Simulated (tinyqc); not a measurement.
From results back to parameters: thin (001) film in sp3s* tight binding with raised dangling bonds. Two cases, with inputs chosen for the exercise.

Problem. The gap of a passivated film (lowest level above mid-gap less highest below, mid-gap being half the lower bulk edge) belongs to a hidden number of planes between 6 and 45.

Planes alternate anion (a), cation (c) along [001], a/4 apart, starting with an anion; zero in-plane momentum; levels counted from the bulk Ev, the lower root of [[Epa, Vxx], [Vxx, Epc]]; no spin-orbit coupling. Block of s, pz, s*: from an anion to the cation above, Vss/2 (s,s), Vsapc/2 (s,z), -Vscpa/2 (z,s), Vxx/2 (z,z), Vxapc/2 (s*,z), -Vpaxc/2 (z,s*); to the cation below the same with the s-z and s*-z signs reversed. Block of u = (px + py)/sqrt2 and v = (px - py)/sqrt2: to the cation above (Vxx + Vxy)/2 for u and (Vxx - Vxy)/2 for v, to the cation below the reverse. Each surface atom has two dangling sp3 hybrids; raising both by dl adds (dl/2) [[1, t], [t, 1]] to its s, pz levels (t = -1 at the bottom face, +1 at the top) and dl to the one of u, v in whose plane the missing bonds lie (v for a bottom anion or a top cation, u for a top anion).

Case 1.

Values chosen (out of a larger set: near a published set for InAs, fitted to gaps, whose masses and valley positions are rough; not measured data): p = (-9.464, 0.916, -2.731, 3.734, 7.388, 6.78, -5.645, 1.84, 4.483, 3.052, 5.412, 3.359, 3.938) eV (order Esa, Epa, Esc, Epc, Exa, Exc, Vss, Vxx, Vxy, Vsapc, Vscpa, Vxapc, Vpaxc); dp = 30 eV (value of dl for the passivated films); a = 6.055 angstrom (lattice constant).

edges (eV): Gamma 0.4676, Delta 2.2980

gap of the film = 0.6689 eV

Case 2.

Values chosen (out of a larger set: near a published set for Si, fitted to gaps, whose masses and valley positions are rough; not measured data): p = (-4.215, 1.713, -4.215, 1.713, 6.682, 6.682, -8.291, 1.702, 4.573, 5.762, 5.762, 5.393, 5.393) eV (order Esa, Epa, Esc, Epc, Exa, Exc, Vss, Vxx, Vxy, Vsapc, Vscpa, Vxapc, Vpaxc); dp = 30 eV (value of dl for the passivated films); a = 5.431 angstrom (lattice constant).

edges (eV): Gamma 3.4040, Delta 1.1569

gap of the film = 1.3682 eV

Find: N; thickness N a/4.

Solution.

Case 1.

N = 22
thickness N a/4 = 33.30 angstrom

Computing the films in turn gives 0.6610, 0.6689 and 0.6389 eV for N = 21, 22 and 23; no other N in the range comes within 1 meV.

Case 2.

N = 17
thickness N a/4 = 23.08 angstrom

Computing the films in turn gives 1.3775, 1.3682 and 1.3400 eV for N = 16, 17 and 18; no other N in the range comes within 1 meV.

Computed by tinyqc, one run a case: `OMP_NUM_THREADS=1 python tinyqc.py N N+1 out.jsonl` with N = 1450691, 1450755; one thread of a shared Intel(R) Xeon(R) Processor @ 2.30GHz, about 0.4 s a run at most.
